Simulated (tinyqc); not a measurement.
Inside a calculation. Method: Hubbard chain of 3 sites. Computed by tinyqc, a small Python program that keeps every step. Settings: hopping = 1.92, U = 11.8, mixing = 0.5, iteration cap = 60. Command: `OMP_NUM_THREADS=1 python tinyqc.py 21949 21950 out.jsonl` (the two numbers bound the seeds that draw the settings). One thread of a shared host (Intel(R) Xeon(R) Processor @ 2.60GHz), about 0.2 s of CPU time with the checks. Later iterations appear only in the table of the cycle.

## Mean-field iteration 1

one-body matrix (hopping and site energies) (eV):
```
           1          2          3
1   0.910000  -1.920000   0.000000
2  -1.920000  -0.810000  -1.920000
3   0.000000  -1.920000  -0.860000
```

U = 11.800000 eV

electrons, up and down: 2  1

mixing = 0.500000

n(up) at the start (a guess, not normalised): 1 0.967000, 2 0.367000, 3 0.967000

n(down) at the start (a guess): 1 0.033000, 2 0.633000, 3 0.033000

H(up) = T + U n(down), H(down) = T + U n(up); fill the lowest levels; n(new) = n + mixing (n(out) - n); E = tr T (rho up + rho down) + U sum n_up n_down of the output.

levels, up (eV): -1.068041  0.868005  7.688236

levels, down (eV): 2.670757  10.918268  12.802775

energy = -1.812874 eV

n(up) after iteration 1: 1 0.944085, 2 0.247083, 3 0.959332

n(down) after iteration 1: 1 0.034512, 2 0.771476, 3 0.043512

## Mean-field iteration 2

As before.

levels, up (eV): -0.842744  0.954806  9.152038

levels, down (eV): 1.355960  10.778668  12.481272

energy = -1.946918 eV

n(up) after iteration 2: 1 0.944768, 2 0.169373, 3 0.961109

n(down) after iteration 2: 1 0.032224, 2 0.850116, 3 0.042410

## Mean-field iteration 3

As before.

levels, up (eV): -0.805443  0.957062  10.000431

levels, down (eV): 0.500305  10.776828  12.450817

energy = -1.986421 eV

n(up) after iteration 3: 1 0.949949, 2 0.122979, 3 0.964697

n(down) after iteration 3: 1 0.029073, 2 0.894717, 3 0.038585

## Convergence

Each step fills the lowest levels of T + U n(other spin) and sets n(new) = n + mixing (n(out) - n); stop when output and input agree to 1e-8.

Course of the cycle:
```
iteration       E (eV)  largest |n(out) - n(in)|  mean |n_up - n_down|
1          -1.81287444                  2.77e-01              0.855191
2          -1.94691811                  1.57e-01              0.891395
3          -1.98642145                  9.28e-02              0.908489
4          -1.99856627                  5.38e-02              0.917175
5          -2.00239657                  3.08e-02              0.921808
6          -2.00362639                  1.75e-02              0.924354
7          -2.00402581                  9.93e-03              0.925781
8          -2.00415643                  5.63e-03              0.926588
9          -2.00419933                  3.19e-03              0.927048
10         -2.00421346                  1.81e-03              0.927311
11         -2.00421811                  1.03e-03              0.927461
...                ...                       ...                   ...
22         -2.00422040                  2.16e-06              0.927664
23         -2.00422040                  1.24e-06              0.927664
24         -2.00422040                  7.10e-07              0.927664
25         -2.00422040                  4.07e-07              0.927664
26         -2.00422040                  2.34e-07              0.927664
27         -2.00422040                  1.34e-07              0.927664
28         -2.00422040                  7.69e-08              0.927664
29         -2.00422040                  4.42e-08              0.927664
30         -2.00422040                  2.54e-08              0.927664
31         -2.00422040                  1.46e-08              0.927664
32         -2.00422040                  8.36e-09              0.927664
```

local moments n_up - n_down: 1 0.944295, 2 -0.891496, 3 0.947201

Converged in 32 iterations. Before convergence this energy mixes input and output and is not variational, so it may rise towards its limit.

## The many-body Hamiltonian

Basis: all placements (u, d, 2, 0 on each site), up operators ordered before down ones; hops carry the sign of the same-spin electrons passed.

H (eV):
```
           2u0        u20        uud        20u        udu        u02        duu        02u
2u0  12.810000  -1.920000   0.000000  -1.920000   0.000000   0.000000   0.000000   0.000000
u20  -1.920000  11.090000  -1.920000   0.000000  -1.920000   0.000000   0.000000   0.000000
uud   0.000000  -1.920000  -0.760000   0.000000   0.000000  -1.920000   0.000000   0.000000
20u  -1.920000   0.000000   0.000000  12.760000  -1.920000   0.000000  -1.920000   0.000000
udu   0.000000  -1.920000   0.000000  -1.920000  -0.760000  -1.920000   0.000000  -1.920000
u02   0.000000   0.000000  -1.920000   0.000000  -1.920000  10.990000   0.000000   0.000000
duu   0.000000   0.000000   0.000000  -1.920000   0.000000   0.000000  -0.760000  -1.920000
02u   0.000000   0.000000   0.000000   0.000000  -1.920000   0.000000  -1.920000   9.320000
0u2   0.000000   0.000000   0.000000   0.000000   0.000000  -1.920000   0.000000  -1.920000

           0u2
2u0   0.000000
u20   0.000000
uud   0.000000
20u   0.000000
udu   0.000000
u02  -1.920000
duu   0.000000
02u  -1.920000
0u2   9.270000
```

## Exact diagonalisation (9 states)

Lowest levels of the sector, and the double occupancy of the lowest state.

lowest levels (eV): -2.482131  -1.360448  -0.760000  7.257204  9.965353  10.340476

double occupancy per site = 0.041272

The mean-field solution above lies 0.4779 eV above the exact energy.

## The lowest level by Lanczos steps

From a random start vector (not printed): a_j = <q_j|H|q_j>, b_j = norm of the remainder after orthogonalising; the Ritz value is the lowest eigenvalue of the tridiagonal matrix of a and b so far.

Lanczos:
```
j   a_j (eV)  b_j (eV)  lowest Ritz value (eV)
1   8.726411  6.849967              8.72641104
2   2.086912  1.434656             -2.20535395
3  12.170339  5.582741             -2.30770291
4   2.041866  3.752066             -2.40186536
5  10.492726  2.717697             -2.47320948
6   8.388032  2.478045             -2.47993377
7   0.840674  3.081514             -2.48146389
8   9.069275  0.207087             -2.48213038
9  10.143764         0             -2.48213066
```
